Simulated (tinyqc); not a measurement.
## True capacitance, leakage and series resistance from two frequencies

Question. A capacitance C in parallel with G and in series with Rs is measured as Cp and D = Gp/(w Cp) at two frequencies. The series reading Cs = Cp (1 + D^2) equals C + G^2/(w^2 C), and Re Z = D/(w Cp (1 + D^2)) = Rs + G/(G^2 + w^2 C^2). Find C, G and Rs.

f (Hz): 50000  2.5e5
Cp (pF): 4.74560550  4.74560399
D: 0.889645802  0.178480301

Solution. w^2 Cs = w^2 C + G^2/C is a straight line in w^2 with slope C; the intercept gives G, and the real part then gives Rs.

C = 4.75 pF
G = 1.33 uS
Rs = 77.0 ohm

Computed by the program tinyqc: `OMP_NUM_THREADS=1 python tinyqc.py 2022043 2022044 out.jsonl`, one thread of a shared Intel Xeon 2.30GHz, about 0.01 s for the whole run.
